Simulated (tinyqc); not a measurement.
Worked calculation: RHF in the sto-3g basis, for B+, spin multiplicity 1. This run ends on a higher stationary point, not on the lowest solution. Computed by tinyqc, a small Python program that keeps every step (integrals from PySCF). Settings: charge = 1, multiplicity = 1, basis = sto-3g, energy threshold = 1e-08, iteration cap = 53, orthogonalisation = symmetric, start = highest core orbitals, DIIS depth = 8, method = RHF. Command: `OMP_NUM_THREADS=1 python tinyqc.py 28038 28039 out.jsonl` (the two numbers bound the seeds that draw the settings). One thread of a shared host (Intel(R) Xeon(R) Processor @ 2.60GHz), about 0.03 s of CPU time with the checks. Later iterations appear only in the table of the cycle.

## One-electron integrals

Geometry (angstrom):
```
atom        x        y        z
B     0.00000  0.00000  0.00000
```

Basis sto-3g: exponents (1/bohr^2) and contraction coefficients of normalised primitives:
```
element  l (shell)  exponent  coefficient
B            s (1)  48.79111      0.15433
B            s (1)   8.88736      0.53533
B            s (1)   2.40527      0.44463
B            s (2)   2.23696     -0.09997
B            s (2)   0.51982      0.39951
B            s (2)   0.16906      0.70012
B            p (3)   2.23696      0.15592
B            p (3)   0.51982      0.60768
B            p (3)   0.16906      0.39196
```

Overlap, kinetic and nuclear-attraction integrals over the contracted functions; the nuclear repulsion is the sum of Za Zb / Rab.

nuclear repulsion = 0 hartree

overlap S, order 1B 1s, 1B 2s, 1B 2px, 1B 2py, 1B 2pz:
$$\begin{pmatrix}
1.00000 & 0.26933 & 0.00000 & 0.00000 & 0.00000 \\
0.26933 & 1.00000 & 0.00000 & 0.00000 & 0.00000 \\
0.00000 & 0.00000 & 1.00000 & 0.00000 & 0.00000 \\
0.00000 & 0.00000 & 0.00000 & 1.00000 & 0.00000 \\
0.00000 & 0.00000 & 0.00000 & 0.00000 & 1.00000
\end{pmatrix}$$

kinetic energy T (hartree), order 1B 1s, 1B 2s, 1B 2px, 1B 2py, 1B 2pz:
$$\begin{pmatrix}
10.82630 & -0.04797 & 0.00000 & 0.00000 & 0.00000 \\
-0.04797 & 0.35917 & 0.00000 & 0.00000 & 0.00000 \\
0.00000 & 0.00000 & 1.12388 & 0.00000 & 0.00000 \\
0.00000 & 0.00000 & 0.00000 & 1.12388 & 0.00000 \\
0.00000 & 0.00000 & 0.00000 & 0.00000 & 1.12388
\end{pmatrix}$$

nuclear attraction V (hartree), order 1B 1s, 1B 2s, 1B 2px, 1B 2py, 1B 2pz:
$$\begin{pmatrix}
-23.14739 & -3.13936 & 0.00000 & 0.00000 & 0.00000 \\
-3.13936 & -3.77163 & 0.00000 & 0.00000 & 0.00000 \\
0.00000 & 0.00000 & -3.74144 & 0.00000 & 0.00000 \\
0.00000 & 0.00000 & 0.00000 & -3.74144 & 0.00000 \\
0.00000 & 0.00000 & 0.00000 & 0.00000 & -3.74144
\end{pmatrix}$$

core Hamiltonian H = T + V (hartree), order 1B 1s, 1B 2s, 1B 2px, 1B 2py, 1B 2pz:
$$\begin{pmatrix}
-12.32109 & -3.18733 & 0.00000 & 0.00000 & 0.00000 \\
-3.18733 & -3.41246 & 0.00000 & 0.00000 & 0.00000 \\
0.00000 & 0.00000 & -2.61756 & 0.00000 & 0.00000 \\
0.00000 & 0.00000 & 0.00000 & -2.61756 & 0.00000 \\
0.00000 & 0.00000 & 0.00000 & 0.00000 & -2.61756
\end{pmatrix}$$

## Two-electron integrals

Functions are numbered as in S; the eight-fold symmetry (ij|kl) = (ji|kl) = (kl|ij) leaves the list below.

Two-electron integrals (ij|kl) in chemists' order, unique and non-zero (hartree):
```
(11|11) 2.92351   (21|11) 0.51838   (21|21) 0.10926   (22|11) 0.74423
(22|21) 0.19318   (22|22) 0.54480   (31|31) 0.02026   (32|31) 0.03000
(32|32) 0.12035   (33|11) 0.74249   (33|21) 0.19324   (33|22) 0.54468
(33|33) 0.58677   (41|41) 0.02026   (42|41) 0.03000   (42|42) 0.12035
(43|43) 0.03163   (44|11) 0.74249   (44|21) 0.19324   (44|22) 0.54468
(44|33) 0.52351   (44|44) 0.58677   (51|51) 0.02026   (52|51) 0.03000
(52|52) 0.12035   (53|53) 0.03163   (54|54) 0.03163   (55|11) 0.74249
(55|21) 0.19324   (55|22) 0.54468   (55|33) 0.52351   (55|44) 0.52351
(55|55) 0.58677
```

## Orthogonalisation

S = U s U^T; symmetric (Loewdin) form X = U s^(-1/2) U^T, so that X^T S X = 1.

eigenvalues of S: [0.73067, 1.00000, 1.00000, 1.00000, 1.26933]

X, order 1B 1s, 1B 2s, 1B 2px, 1B 2py, 1B 2pz:
$$\begin{pmatrix}
1.02873 & -0.14114 & 0.00000 & 0.00000 & 0.00000 \\
-0.14114 & 1.02873 & 0.00000 & 0.00000 & 0.00000 \\
0.00000 & 0.00000 & 1.00000 & 0.00000 & 0.00000 \\
0.00000 & 0.00000 & 0.00000 & 1.00000 & 0.00000 \\
0.00000 & 0.00000 & 0.00000 & 0.00000 & 1.00000
\end{pmatrix}$$

## Starting guess

The start is the highest orbitals of the core Hamiltonian (a deliberately bad start); D = 2 C_occ C_occ^T.

D at the start, order 1B 1s, 1B 2s, 1B 2px, 1B 2py, 1B 2pz:
$$\begin{pmatrix}
0.00000 & 0.00000 & 0.00000 & 0.00000 & 0.00000 \\
0.00000 & 0.00000 & 0.00000 & 0.00000 & 0.00000 \\
0.00000 & 0.00000 & 0.00000 & 0.00000 & 0.00000 \\
0.00000 & 0.00000 & 0.00000 & 2.00000 & 0.00000 \\
0.00000 & 0.00000 & 0.00000 & 0.00000 & 2.00000
\end{pmatrix}$$

## Iteration 1: building the Fock matrix

J_ij = sum D_kl (ij|kl), K_ij = sum D_kl (ik|jl); F = H + J - 0.5 K; E = tr D H + tr D J / 2 - 0.25 tr D K + E_nn.

Coulomb J (hartree), order 1B 1s, 1B 2s, 1B 2px, 1B 2py, 1B 2pz:
$$\begin{pmatrix}
2.96996 & 0.77296 & 0.00000 & 0.00000 & 0.00000 \\
0.77296 & 2.17873 & 0.00000 & 0.00000 & 0.00000 \\
0.00000 & 0.00000 & 2.09405 & 0.00000 & 0.00000 \\
0.00000 & 0.00000 & 0.00000 & 2.22057 & 0.00000 \\
0.00000 & 0.00000 & 0.00000 & 0.00000 & 2.22057
\end{pmatrix}$$

exchange K (hartree), order 1B 1s, 1B 2s, 1B 2px, 1B 2py, 1B 2pz:
$$\begin{pmatrix}
0.08105 & 0.11998 & 0.00000 & 0.00000 & 0.00000 \\
0.11998 & 0.48138 & 0.00000 & 0.00000 & 0.00000 \\
0.00000 & 0.00000 & 0.12652 & 0.00000 & 0.00000 \\
0.00000 & 0.00000 & 0.00000 & 1.23680 & 0.00000 \\
0.00000 & 0.00000 & 0.00000 & 0.00000 & 1.23680
\end{pmatrix}$$

Fock matrix F (hartree), order 1B 1s, 1B 2s, 1B 2px, 1B 2py, 1B 2pz:
$$\begin{pmatrix}
-9.39165 & -2.47436 & 0.00000 & 0.00000 & 0.00000 \\
-2.47436 & -1.47443 & 0.00000 & 0.00000 & 0.00000 \\
0.00000 & 0.00000 & -0.58676 & 0.00000 & 0.00000 \\
0.00000 & 0.00000 & 0.00000 & -1.01539 & 0.00000 \\
0.00000 & 0.00000 & 0.00000 & 0.00000 & -1.01539
\end{pmatrix}$$

total energy of this density = -7.2658957 hartree

## Iteration 1: diagonalisation and new density

Diagonalise F' = X^T F X, C = X C', fill 2 alpha and 2 beta electrons from the bottom; D = 2 C_occ C_occ^T. Each column has its largest component positive (the first on a tie).

F' = X^T F X (hartree):
$$\begin{pmatrix}
-9.24992 & -1.09017 & 0.00000 & 0.00000 & 0.00000 \\
-1.09017 & -1.02893 & 0.00000 & 0.00000 & 0.00000 \\
0.00000 & 0.00000 & -0.58676 & 0.00000 & 0.00000 \\
0.00000 & 0.00000 & 0.00000 & -1.01539 & 0.00000 \\
0.00000 & 0.00000 & 0.00000 & 0.00000 & -1.01539
\end{pmatrix}$$

orbital energies (hartree): MO1 -9.39203, MO2 -1.01539, MO3 -1.01539, MO4 -0.88682, MO5 -0.58676

coefficients C, order 1B 1s, 1B 2s, 1B 2px, 1B 2py, 1B 2pz:
$$\begin{pmatrix}
1.00186 & 0.00000 & 0.00000 & -0.27293 & 0.00000 \\
-0.00698 & 0.00000 & 0.00000 & 1.03835 & 0.00000 \\
0.00000 & 0.00000 & 0.00000 & 0.00000 & 1.00000 \\
0.00000 & 1.00000 & 0.00000 & 0.00000 & 0.00000 \\
0.00000 & 0.00000 & 1.00000 & 0.00000 & 0.00000
\end{pmatrix}$$

D after iteration 1, order 1B 1s, 1B 2s, 1B 2px, 1B 2py, 1B 2pz:
$$\begin{pmatrix}
2.00744 & -0.01399 & 0.00000 & 0.00000 & 0.00000 \\
-0.01399 & 0.00010 & 0.00000 & 0.00000 & 0.00000 \\
0.00000 & 0.00000 & 0.00000 & 0.00000 & 0.00000 \\
0.00000 & 0.00000 & 0.00000 & 2.00000 & 0.00000 \\
0.00000 & 0.00000 & 0.00000 & 0.00000 & 0.00000
\end{pmatrix}$$

Within a degenerate level the vectors are fixed only up to a rotation; this is one choice.

## Iteration 2: building the Fock matrix

As before.

Coulomb J (hartree), order 1B 1s, 1B 2s, 1B 2px, 1B 2py, 1B 2pz:
$$\begin{pmatrix}
7.33932 & 1.42405 & 0.00000 & 0.00000 & 0.00000 \\
1.42405 & 2.57801 & 0.00000 & 0.00000 & 0.00000 \\
0.00000 & 0.00000 & 2.53218 & 0.00000 & 0.00000 \\
0.00000 & 0.00000 & 0.00000 & 2.65870 & 0.00000 \\
0.00000 & 0.00000 & 0.00000 & 0.00000 & 2.53218
\end{pmatrix}$$

exchange K (hartree), order 1B 1s, 1B 2s, 1B 2px, 1B 2py, 1B 2pz:
$$\begin{pmatrix}
5.89480 & 1.08868 & 0.00000 & 0.00000 & 0.00000 \\
1.08868 & 0.45468 & 0.00000 & 0.00000 & 0.00000 \\
0.00000 & 0.00000 & 0.10311 & 0.00000 & 0.00000 \\
0.00000 & 0.00000 & 0.00000 & 1.21340 & 0.00000 \\
0.00000 & 0.00000 & 0.00000 & 0.00000 & 0.10311
\end{pmatrix}$$

Fock matrix F (hartree), order 1B 1s, 1B 2s, 1B 2px, 1B 2py, 1B 2pz:
$$\begin{pmatrix}
-7.92917 & -2.30762 & 0.00000 & 0.00000 & 0.00000 \\
-2.30762 & -1.06180 & 0.00000 & 0.00000 & 0.00000 \\
0.00000 & 0.00000 & -0.13694 & 0.00000 & 0.00000 \\
0.00000 & 0.00000 & 0.00000 & -0.56556 & 0.00000 \\
0.00000 & 0.00000 & 0.00000 & 0.00000 & -0.13694
\end{pmatrix}$$

total energy of this density = -23.4320292 hartree

## Iteration 2: DIIS over 2 matrices

error matrix X^T (FDS - SDF) X:
$$\begin{pmatrix}
0.00000 & 0.45823 & 0.00000 & 0.00000 & 0.00000 \\
-0.45823 & 0.00000 & 0.00000 & 0.00000 & 0.00000 \\
0.00000 & 0.00000 & 0.00000 & 0.00000 & 0.00000 \\
0.00000 & 0.00000 & 0.00000 & 0.00000 & 0.00000 \\
0.00000 & 0.00000 & 0.00000 & 0.00000 & 0.00000
\end{pmatrix}$$

B (overlaps of the stored error matrices):
$$\begin{pmatrix}
0.0000000e+00 & 0.0000000e+00 \\
0.0000000e+00 & 4.1994965e-01
\end{pmatrix}$$

Minimise |sum c_i e_i|^2 with sum c_i = 1: solve [B -1; -1 0][c; lambda] = [0; -1] with B_ij = tr e_i^T e_j, and take F = sum c_i F_i.

DIIS coefficients: [1.00000, 0.00000]

extrapolated F (hartree), order 1B 1s, 1B 2s, 1B 2px, 1B 2py, 1B 2pz:
$$\begin{pmatrix}
-9.39165 & -2.47436 & 0.00000 & 0.00000 & 0.00000 \\
-2.47436 & -1.47443 & 0.00000 & 0.00000 & 0.00000 \\
0.00000 & 0.00000 & -0.58676 & 0.00000 & 0.00000 \\
0.00000 & 0.00000 & 0.00000 & -1.01539 & 0.00000 \\
0.00000 & 0.00000 & 0.00000 & 0.00000 & -1.01539
\end{pmatrix}$$

## Iteration 2: diagonalisation and new density

As before.

F' = X^T F X (hartree):
$$\begin{pmatrix}
-9.24992 & -1.09017 & 0.00000 & 0.00000 & 0.00000 \\
-1.09017 & -1.02893 & 0.00000 & 0.00000 & 0.00000 \\
0.00000 & 0.00000 & -0.58676 & 0.00000 & 0.00000 \\
0.00000 & 0.00000 & 0.00000 & -1.01539 & 0.00000 \\
0.00000 & 0.00000 & 0.00000 & 0.00000 & -1.01539
\end{pmatrix}$$

orbital energies (hartree): MO1 -9.39203, MO2 -1.01539, MO3 -1.01539, MO4 -0.88682, MO5 -0.58676

coefficients C, order 1B 1s, 1B 2s, 1B 2px, 1B 2py, 1B 2pz:
$$\begin{pmatrix}
1.00186 & 0.00000 & 0.00000 & -0.27293 & 0.00000 \\
-0.00698 & 0.00000 & 0.00000 & 1.03835 & 0.00000 \\
0.00000 & 0.00000 & 0.00000 & 0.00000 & 1.00000 \\
0.00000 & 1.00000 & 0.00000 & 0.00000 & 0.00000 \\
0.00000 & 0.00000 & 1.00000 & 0.00000 & 0.00000
\end{pmatrix}$$

D after iteration 2, order 1B 1s, 1B 2s, 1B 2px, 1B 2py, 1B 2pz:
$$\begin{pmatrix}
2.00744 & -0.01399 & 0.00000 & 0.00000 & 0.00000 \\
-0.01399 & 0.00010 & 0.00000 & 0.00000 & 0.00000 \\
0.00000 & 0.00000 & 0.00000 & 0.00000 & 0.00000 \\
0.00000 & 0.00000 & 0.00000 & 2.00000 & 0.00000 \\
0.00000 & 0.00000 & 0.00000 & 0.00000 & 0.00000
\end{pmatrix}$$

Within a degenerate level the vectors are fixed only up to a rotation; this is one choice.

## Iteration 12 (converged): orbitals

converged F (hartree), order 1B 1s, 1B 2s, 1B 2px, 1B 2py, 1B 2pz:
$$\begin{pmatrix}
-7.94859 & -2.33157 & 0.00000 & 0.00000 & 0.00000 \\
-2.33157 & -1.07454 & 0.00000 & 0.00000 & 0.00000 \\
0.00000 & 0.00000 & -0.13987 & 0.00000 & 0.00000 \\
0.00000 & 0.00000 & 0.00000 & -0.56850 & 0.00000 \\
0.00000 & 0.00000 & 0.00000 & 0.00000 & -0.13987
\end{pmatrix}$$

As before.

F' = X^T F X (hartree):
$$\begin{pmatrix}
-7.75625 & -1.20380 & 0.00000 & 0.00000 & 0.00000 \\
-1.20380 & -0.61845 & 0.00000 & 0.00000 & 0.00000 \\
0.00000 & 0.00000 & -0.13987 & 0.00000 & 0.00000 \\
0.00000 & 0.00000 & 0.00000 & -0.56850 & 0.00000 \\
0.00000 & 0.00000 & 0.00000 & 0.00000 & -0.13987
\end{pmatrix}$$

orbital energies (hartree): MO1 -7.95381, MO2 -0.56850, MO3 -0.42089, MO4 -0.13987, MO5 -0.13987

coefficients C, order 1B 1s, 1B 2s, 1B 2px, 1B 2py, 1B 2pz:
$$\begin{pmatrix}
0.99230 & 0.00000 & -0.30587 & 0.00000 & 0.00000 \\
0.02732 & 0.00000 & 1.03801 & 0.00000 & 0.00000 \\
0.00000 & 0.00000 & 0.00000 & 1.00000 & 0.00000 \\
0.00000 & 1.00000 & 0.00000 & 0.00000 & 0.00000 \\
0.00000 & 0.00000 & 0.00000 & 0.00000 & 1.00000
\end{pmatrix}$$

D after iteration 12, order 1B 1s, 1B 2s, 1B 2px, 1B 2py, 1B 2pz:
$$\begin{pmatrix}
1.96930 & 0.05422 & 0.00000 & 0.00000 & 0.00000 \\
0.05422 & 0.00149 & 0.00000 & 0.00000 & 0.00000 \\
0.00000 & 0.00000 & 0.00000 & 0.00000 & 0.00000 \\
0.00000 & 0.00000 & 0.00000 & 2.00000 & 0.00000 \\
0.00000 & 0.00000 & 0.00000 & 0.00000 & 0.00000
\end{pmatrix}$$

Within a degenerate level the vectors are fixed only up to a rotation; this is one choice.

## Convergence

Stop when the energy changes by less than 1e-08 hartree and every element of the error matrix X^T (F D S - S D F) X is below 3e-05.

Course of the cycle:
```
iteration  E (hartree)     change  largest element of the error matrix
1           -7.2658957          -                              0.00000
2          -23.4320292  -1.62e+01                             4.58e-01
3          -23.4320292    0.00000                             4.58e-01
4          -23.4320292    0.00000                             4.58e-01
5          -23.4320292    0.00000                             4.58e-01
6          -23.4320292    0.00000                             4.58e-01
7          -23.4320292    0.00000                             4.58e-01
8          -23.4320292    0.00000                             4.58e-01
9          -23.4320292    0.00000                             4.58e-01
10         -23.4471046  -1.51e-02                             3.51e-02
11         -23.4471931  -8.85e-05                             5.96e-05
12         -23.4471931  -2.01e-10                             2.73e-05
```

PySCF RHF in the same basis = -23.9484704 hartree

Converged in 12 iterations. But the solution lies 0.50128 hartree above the reference: it is another stationary point, not the lowest restricted one. Reruns (cap 100 unless said): damping 0.5: converged in 32 to a higher stationary point; level shift 0.5: converged in 7 to a higher stationary point; atomic densities as start, DIIS 8: converged in 3.

## Populations

Mulliken: Z minus the diagonal of D S on the atom; Loewdin: the same with S^(1/2) D S^(1/2).

Charges (e):
```
atom  Mulliken  Loewdin
1B     1.00000  1.00000
```
